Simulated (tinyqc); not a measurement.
The basis set: RHF and MP2 along a ladder of basis sets, for H2, spin multiplicity 1. Computed by the program tinyqc with PySCF. Same geometry throughout; the dipole is taken about the origin.

Geometry (angstrom):
```
atom       x       y       z
H     0.0000  0.0000  0.0000
H     0.0000  0.0000  0.6410
```

RHF and frozen-core MP2 in a ladder of bases:
```
basis        functions  E(RHF) (hartree)  E(MP2 corr) (hartree)  HOMO (eV)  LUMO (eV)  dipole (debye)
sto-3g               2         -1.111482              -0.010997   -16.9176    21.3408          0.0000
3-21g                4         -1.114957              -0.016400   -17.0079     7.9634          0.0000
6-31g                4         -1.119709              -0.016297   -17.0827     7.1911          0.0000
6-31g**             10         -1.123813              -0.026164   -17.0710     7.1964          0.0000
cc-pvdz             10         -1.118396              -0.025442   -16.9888     5.8670          0.0000
aug-cc-pvdz         18         -1.118551              -0.026335   -17.0023     1.7026          0.0000
cc-pvtz             28         -1.125296              -0.031375   -17.0678     4.8953          0.0000
```

What does the comparison show, and why?

From cc-pVDZ to cc-pVTZ the RHF energy falls by 6.9 mhartree and the correlation energy by 5.9. If valence correlation converges as X^-3, (27 E(T) - 8 E(D))/19 gives -0.0339 hartree, a rough estimate from such small X that usually falls short; STO-3G holds about 32 % of it. Beyond STO-3G the LUMO moves by 6.3 eV and the HOMO by 0.1 eV; diffuse functions lower the positive LUMO sharply, since an unbound virtual level tracks the most diffuse function.
